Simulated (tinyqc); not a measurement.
Which stress helps holes along [110]: six-band Luttinger-Kohn model with strain.

Six-band Luttinger-Kohn model in the basis |3/2,3/2>, |3/2,1/2>, |3/2,-1/2>, |3/2,-3/2>, |1/2,1/2>, |1/2,-1/2>, electron energies, zero at the top of the unstrained valence band. H = -[rows: (P+Q, -S, R, 0, -S/r2, r2 R); (-S*, P-Q, 0, R, -r2 Q, r32 S); (R*, 0, P-Q, S, r32 S*, r2 Q); (0, R*, S*, P+Q, -r2 R*, -S*/r2); (-S*/r2, -r2 Q, r32 S, -r2 R, P+Dso, 0); (r2 R*, r32 S*, r2 Q, -S/r2, 0, P+Dso)], r2 = sqrt(2), r32 = sqrt(3/2). Levels are twofold.

P = c g1 k^2 - av tr(e); Q = c g2 (kx^2 + ky^2 - 2 kz^2) - (b/2)(exx + eyy - 2 ezz); R = c sqrt3 [-g2 (kx^2 - ky^2) + 2i g3 kx ky] + (sqrt3/2) b (exx - eyy) - i d exy; S = 2 c sqrt3 g3 (kx - i ky) kz - d (exz - i eyz); c = hbar^2/2m0, e the strain tensor (not engineering shear).

s11 = (C11 + C12)/((C11 - C12)(C11 + 2 C12)), s12 = -C12/((C11 - C12)(C11 + 2 C12)), s44 = 1/C44; exx = s11 sxx + s12 (syy + szz) and cyclic, exy = s44 sxy/2; tension is positive. A uniaxial stress X along the unit vector n is s_ij = X n_i n_j.

Constants: hbar^2/2m0 = 3.80998211 eV angstrom^2.

Values chosen for the exercise (near those of AlAs; the results hold for these values, not for the real material): Dso = 0.266 eV (spin-orbit splitting); g1 = 3.71 (Luttinger gamma1); g2 = 0.82 (gamma2); g3 = 1.43 (gamma3); av = 2.56 eV (valence hydrostatic potential); b = -2.3 eV (tetragonal shear potential); d = -3.38 eV (trigonal shear potential); C11 = 119 GPa; C12 = 54.2 GPa; C44 = 51.2 GPa; X1 = 0.6 GPa (size of the stress).

Each load has size X1 (biaxial: sxx = syy); masses are curvatures of the top pair at k = 0.

Results:

| load | splitting (meV) | top edge (meV) | m [110] | m [001] |
|---|---|---|---|---|
| uniaxial [110], compression | 30.0 | 9.0 | 0.153 | 0.410 |
| uniaxial [110], tension | 28.0 | 21.6 | 0.672 | 0.196 |
| uniaxial [100], compression | 45.7 | 17.7 | 0.236 | 0.376 |
| uniaxial [100], tension | 38.9 | 28.1 | 0.303 | 0.221 |
| uniaxial [111], compression | 23.8 | 5.6 | 0.186 | 0.270 |
| uniaxial [111], tension | 21.8 | 18.2 | 0.439 | 0.270 |
| biaxial (001), compression | 38.9 | 7.8 | 0.221 | 0.483 |
| biaxial (001), tension | 45.7 | 37.9 | 0.376 | 0.172 |

The lightest mass along [110] (0.153) comes with uniaxial [110], compression. The largest splitting (45.7 meV) comes with uniaxial [100], compression; biaxial (001), tension. The heaviest mass along [001] (0.483), which lowers the confinement energy in a (001) channel, comes with biaxial (001), compression. The splitting per GPa follows b (s11 - s12) for loads along cube axes and d s44 for [111]: here 2 |b| (s11 - s12) = 71.0 and |d| s44/sqrt3 = 38.1 meV per GPa in the limit of large Dso; where the splitting nears Dso, mixing with the split-off band makes it depend on the sign of the load.

Computed by tinyqc, a small Python program: `OMP_NUM_THREADS=1 python tinyqc.py 1081467 1081468 out.jsonl` (the numbers bound the seed that draws the inputs); one thread of a shared host (Intel(R) Xeon(R) Processor @ 2.30GHz), about 0.07 s for the whole set of steps.
